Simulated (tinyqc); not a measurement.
Worked calculation: Hubbard chain of 6 sites. Computed by tinyqc, a small Python program that keeps every step. Settings: hopping = 0.64, U = 1.2, mixing = 0.5, iteration cap = 68. Command: `OMP_NUM_THREADS=1 python tinyqc.py 28168 28169 out.jsonl` (the two numbers bound the seeds that draw the settings). One thread of a shared host (Intel(R) Xeon(R) Processor @ 2.60GHz), about 0.2 s of CPU time with the checks.

one-body matrix (hopping and site energies) (eV), lower triangle:
```
          1         2         3         4         5        6
1  -0.62000
2  -0.64000  -0.36000
3   0.00000  -0.64000  -0.34000
4   0.00000   0.00000  -0.64000  -0.59000
5   0.00000   0.00000   0.00000  -0.64000  -0.86000
6   0.00000   0.00000   0.00000   0.00000  -0.64000  0.87000
```

U = 1.20000 eV

electrons, up and down: 1  1

n(up) at the start (a guess, not normalised): 1 0.46700, 2 0.00000, 3 0.46700, 4 0.00000, 5 0.46700, 6 0.00000

n(down) at the start (a guess): 1 0.00000, 2 0.46700, 3 0.00000, 4 0.46700, 5 0.00000, 6 0.46700

Each step fills the lowest levels of T + U n(other spin) and sets n(new) = n + mixing (n(out) - n); stop when output and input agree to 1e-8.

Course of the cycle:

| iteration | E (eV) | largest \|n(out) - n(in)\| | mean \|n_up - n_down\| |
|---|---|---|---|
| 1 | -2.9721432 | 4.50e-01 | 0.09393 |
| 2 | -3.0397073 | 2.29e-01 | 0.06904 |
| 3 | -3.0534069 | 1.14e-01 | 0.06561 |
| 4 | -3.0592518 | 7.02e-02 | 0.06541 |
| 5 | -3.0622453 | 5.22e-02 | 0.07349 |
| 6 | -3.0641375 | 4.00e-02 | 0.08562 |
| 7 | -3.0655983 | 3.21e-02 | 0.09763 |
| 8 | -3.0668765 | 2.69e-02 | 0.10944 |
| 9 | -3.0680437 | 2.32e-02 | 0.12086 |
| 10 | -3.0690977 | 2.05e-02 | 0.13163 |
| 11 | -3.0700144 | 1.82e-02 | 0.14151 |
| ... | ... | ... | ... |
| 58 | -3.0728132 | 4.64e-07 | 0.19194 |
| 59 | -3.0728132 | 3.62e-07 | 0.19194 |
| 60 | -3.0728132 | 2.82e-07 | 0.19194 |
| 61 | -3.0728132 | 2.20e-07 | 0.19194 |
| 62 | -3.0728132 | 1.72e-07 | 0.19194 |
| 63 | -3.0728132 | 1.34e-07 | 0.19194 |
| 64 | -3.0728132 | 1.04e-07 | 0.19194 |
| 65 | -3.0728132 | 8.14e-08 | 0.19194 |
| 66 | -3.0728132 | 6.35e-08 | 0.19194 |
| 67 | -3.0728132 | 4.95e-08 | 0.19194 |
| 68 | -3.0728132 | 3.86e-08 | 0.19194 |

Can the last value be used, and what does the course show?

Not by the stop rule, although the second column moves by less than 1e-07 over the last three steps. Not converged within 68 iterations: the residual falls steadily but slowly, by a factor of about 0.78 a step. The lowest mean-field energy found from random starts is -3.07281 eV. Reruns (cap 100 unless said): mixing 0.2: not converged; mixing 0.9: converged in 42 (E = -3.07281); the original settings with a cap of 400: converged in 74 (E = -3.07281).
